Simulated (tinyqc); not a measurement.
Inside a calculation: WKB tunnelling through a gate dielectric with a two-band (Franz) dispersion. Values are carried at full precision from step to step, so a last printed digit may differ when a step is redone from the rounded ones.

Constants: hbar^2/2m0 = 3.80998211 eV angstrom^2.

Values chosen for the exercise (of the size used for La2O3 on silicon; shifted at random, so the results belong to these values and not to a real crystal): phi = 2.45 eV (barrier above the electron energy at the emitter); t = 31 angstrom (thickness); V = 4.1 V (voltage across the layer); Eg = 5.87 eV (gap of the dielectric); m = 0.3 m0 (mass at the conduction edge).

## Shape of the barrier

Field V/t (1 V/angstrom = 100 MV/cm), the end of the forbidden region x_e = min(t, phi t/V), and u there.

field = 13.23 MV/cm
x_e = 18.5244 angstrom
u(x_e) = 0.000 eV

V >= phi: a triangle, Fowler-Nordheim tunnelling into the conduction band of the dielectric. This field is near or beyond what La2O3 bears for long; the numbers are an exercise.

## Decay constant through the layer

At depth x the conduction edge lies u(x) = phi - V x/t above the electron. Parabolic: kappa = sqrt(m u/c). Franz: kappa = sqrt(m u (1 - u/Eg)/c), which vanishes at both band edges. c = hbar^2/2m0. T = exp(-2 integral of kappa dx) over the region u > 0; no image force, no prefactor, zero transverse momentum. The region ends at x_e = min(t, phi t/V); x_e < t is the Fowler-Nordheim regime.

Nine points x = j x_e/8.

kappa (1/angstrom):
```
x (angstrom),u (eV),parabolic,Franz
0.000,2.4500,0.4392,0.3353
2.316,2.1437,0.4109,0.3273
4.631,1.8375,0.3804,0.3153
6.947,1.5312,0.3472,0.2985
9.262,1.2250,0.3106,0.2763
11.578,0.9187,0.2690,0.2470
13.893,0.6125,0.2196,0.2078
16.209,0.3063,0.1553,0.1512
18.524,0.0000,0.0000,0.0000
```

At the emitter the Franz value is 23.7 % below the parabolic one, the factor sqrt(1 - phi/Eg).

## The integrals by Simpson's rule

Weights 1, 4, 2, 4, 2, 4, 2, 4, 1 times a third of the spacing.

integral of kappa dx: parabolic 5.395, Franz 4.655

## The integrals in closed form

Parabolic: (2/3) sqrt(m/c) (t/V) (phi^(3/2) - u_e^(3/2)). Franz: sqrt(m/c) Eg^(3/2) (t/V) (f(phi/Eg) - f(u_e/Eg)) with f(y) = ((2y - 1) sqrt(y (1 - y)) + arcsin(sqrt y))/4. u_e = max(phi - V, 0). T = exp(-2 I).

integral of kappa dx: parabolic 5.4242, Franz 4.6838

T: parabolic 1.94e-05, Franz 8.54e-05

The two-band dispersion raises T by a factor 4.4.

## Checks

- Franz integral in closed form against adaptive quadrature: both 4.68382.

Run: tinyqc, `OMP_NUM_THREADS=1 python tinyqc.py 1480549 1480550 out.jsonl`; Intel(R) Xeon(R) Processor @ 2.30GHz, one thread, shared host; about 0.01 s of CPU time with all checks.
